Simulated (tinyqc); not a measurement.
MOSFET in saturation, small-signal circuit and noise: gains against frequency.

Bias by the inversion coefficient IC = I/Ispec (charge-based model with velocity saturation; weak inversion below 0.1, strong above 10). Common-source circuit: gm, gds, Cgs, Cgd and Cj at the inner nodes, Rg in series with the gate; quasi-static, no source or drain resistance, no gate-body capacitance, no substrate network, no induced gate noise, so fmax is an upper estimate.

Ispec = 2 n mu Cox (W/L) Vt^2, lc = Ls/L, gms = [sqrt((lc IC + 1)^2 + 4 IC) - 1]/[2 + lc (lc IC + 1)], gm = gms Ispec/(n Vt), gds = sg gm. qs = [sqrt(1 + 4 IC) - 1]/2, Cgs = Cox W L qs (2 qs + 3)/(3 (qs + 1)^2) + Cov W, Cgd = Cov W, Cd = Cj W, Rg = Rsh (Wf/L)/(12 Nf) + Rc/W with Nf = W/Wf fingers (not rounded) contacted at both ends. fT = gm/(2 pi (Cgs + Cgd)), fmax = fT/(2 sqrt(Rg (gds + 2 pi fT Cgd))). Inner admittances at w = 2 pi f: y11 = i w (Cgs + Cgd), y12 = -i w Cgd, y21 = gm - i w Cgd, y22 = gds + i w (Cgd + Cd). Invert to Z, add Rg to Z11 and invert back to Y. |h21| = |Y21/Y11|; U = |Y21 - Y12|^2/(4 [Re Y11 Re Y22 - Re Y12 Re Y21]). MSG = |Y21/Y12|; stability factor k = [2 Re Y11 Re Y22 - Re(Y12 Y21)]/|Y12 Y21|.

Parameters, values chosen for the exercise: temperature T = 325 K; gate length L = 350 nm; total gate width W = 20 um; gate capacitance Cox = 1.57 uF/cm^2; mobility mu = 390 cm^2/(V s); slope factor n = 1.31; velocity-saturation length Ls = 20 nm; ratio gds/gm sg = 0.0066; overlap and fringe capacitance per side Cov = 0.45 fF/um; drain junction capacitance Cj = 0.88 fF/um; sheet resistance of the gate Rsh = 5 ohm; finger width Wf = 0.5 um; gate contact and vertical resistance Rc = 50 ohm um; inversion coefficient IC = 20.

Constants: q = 1.602176634e-19 C, kB = 1.380649e-23 J/K, Vt = kB T/q. Results are converted to the units shown.

The same in every row: f sqrt(U) (GHz) = 155.60.

Result of one run:
```
f (GHz)  |h21| (dB)  U (dB)  MSG (dB)          k
0.96         23.646  44.195    21.444  0.0098253
```

What becomes of these results when the signal frequency f is changed from 0.96 to 0.51 GHz, all else the same?

Result of the changed run:
```
f (GHz)  |h21| (dB)  U (dB)  MSG (dB)          k
0.51         29.140  49.689    24.191  0.0052198
```

The whole series:
```
f (GHz)  |h21| (dB)  U (dB)  MSG (dB)          k
0.15         39.769  60.319    29.505  0.0015352
0.27         34.664  55.213    26.953  0.0027634
0.51         29.140  49.689    24.191  0.0052198
0.96         23.646  44.195    21.444  0.0098253
1.8          18.186  38.735    18.714   0.018421
3.3          12.923  33.470    16.082   0.033765
6.2          7.4525  27.993    13.347   0.063389
12           1.7421  22.257    10.492    0.12233
```

Over the table |h21| falls by 20.0 dB a decade, U by 20.0 and MSG by 9.99. The product f sqrt(U) stays at 156 GHz, against fmax = 156 GHz from the formula. k stays below one in all rows, so the device is only conditionally stable. In every row fmax exceeds 4 fT, where channel resistance and substrate losses, left out here, would cap it.

tinyqc, about 0.01 s, one thread, Intel Xeon 2.30GHz (shared host): `OMP_NUM_THREADS=1 python tinyqc.py 2150122 2150123 out.jsonl`
